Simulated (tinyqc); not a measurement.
Plane-averaged potentials: correction of a charged-defect supercell by a model charge and potential alignment (plane-averaged potentials). Computed by tinyqc, a small Python program. Command: `OMP_NUM_THREADS=1 python tinyqc.py 3112607 3112608 out.jsonl align walk`. One thread of a shared host (Intel(R) Xeon(R) Processor @ 2.30GHz), about 0.01 s of CPU time with the checks.

The "true" defect charge is (1 - x) q in a Gaussian of width sigma plus x q in one of width sigma_t, so the exact answer is known; the correction sees only a single model Gaussian of width sigma_m. A Gaussian of width s has the transform rho(G) = exp(-G^2 s^2/2), normalised to 1. A uniform background cancels q, so G = 0 is left out. Potentials are those felt by a unit positive charge. E_0 is the formation energy of the isolated defect, E_cell its value in the supercell, E_lat = E_iso - E_per of the model charge, C the true less the model potential far from the defect; the exact correction is E_0 - E_cell, and the error of a scheme is E_cell plus its correction less E_0.

Inputs (values chosen for the exercise, with screening close to that of GaN): defect charge q = 1 e; dielectric constant eps = 9.43; edge of the cubic cell L = 16.7 angstrom; width sigma of the true defect charge = 1.5 angstrom; width sigma_m of the model charge = 1 angstrom; share x of the charge in a wide tail = 0; width sigma_t of the tail = 3 angstrom.

Constants: e^2/(4 pi eps_0) = 14.39964548 eV angstrom.

Method. Plane-averaged potential at distance z from the defect: V(z) = (4 pi q/(eps L^3)) (e^2/(4 pi eps_0 e)) sum_(m != 0) rho(G_m) cos(G_m z)/G_m^2, G_m = 2 pi m/L, |m| <= 40.

Potentials (V):
```
z/L   z (angstrom)       true      model  difference
0.00         0.000   0.059214   0.070364   -0.011149
0.05         0.835   0.054431   0.062751   -0.008320
0.10         1.670   0.041784   0.044753   -0.002969
0.15         2.505   0.025107   0.024426    0.000681
0.20         3.340   0.007998   0.005883    0.002115
0.25         4.175  -0.007417  -0.009909    0.002492
0.30         5.010  -0.020272  -0.022836    0.002564
0.35         5.845  -0.030316  -0.032890    0.002574
0.40         6.680  -0.037496  -0.040071    0.002575
0.45         7.515  -0.041805  -0.044380    0.002575
0.50         8.350  -0.043241  -0.045816    0.002575
```

The difference moves by 0.00 mV between z/L = 0.4 and 0.5: a plateau.
